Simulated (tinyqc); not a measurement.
Gupta-type many-body potential for a metal: one step, computed by the program tinyqc. Command: `OMP_NUM_THREADS=1 python tinyqc.py 3007778 3007779 out.jsonl gupta walk`. One thread of a shared host (Intel(R) Xeon(R) Processor @ 2.30GHz), about 0.01 s of CPU time with the checks.

E_i = sum_j A exp(-p (r_ij/r0 - 1)) - xi rho_i^gamma, with rho_i = sum_j exp(-2 q (r_ij/r0 - 1)); gamma = 1/2 is the tight-binding second-moment form. The crystal is fcc unless stated; d is the neighbour distance and a fixed number of shells is kept.

Question. The (111) surface. fcc shells: d sqrt(k), k = 1..5, with 12, 6, 24, 12, 24 atoms; Omega = d^3/sqrt2. Cut the crystal without relaxation; an atom in layer l keeps the neighbours that lie below the surface plane. Excess = E_i + E_c. Surface energy = sum of excesses over the layers, divided by the area per surface atom: (sqrt3/2) d^2 for (111), d^2 for (100), sqrt2 d^2 for (110).

Inputs (values chosen for the exercise, modelled on gold): repulsion A = 0.216 eV; hopping xi = 1.85 eV; decay p = 10; decay q = 3.99; reference distance r0 = 2.884 angstrom; shells kept = 1; embedding exponent gamma = 0.5.

Surface: (111).

neighbour distance d = 2.890519 angstrom

cohesive energy E_c = 3.816981 eV

Constants: 1 eV/angstrom^2 = 16.02176634 J/m^2.

Give: Layers; excess per surface atom; surface energy.

Answer.

Layers:
```
layer  nearest neighbours  repulsion (eV)    rho  excess (eV)
1                       9           1.901  8.839       0.2174
```

excess per surface atom = 0.2174 eV

surface energy = 0.4813 J/m^2
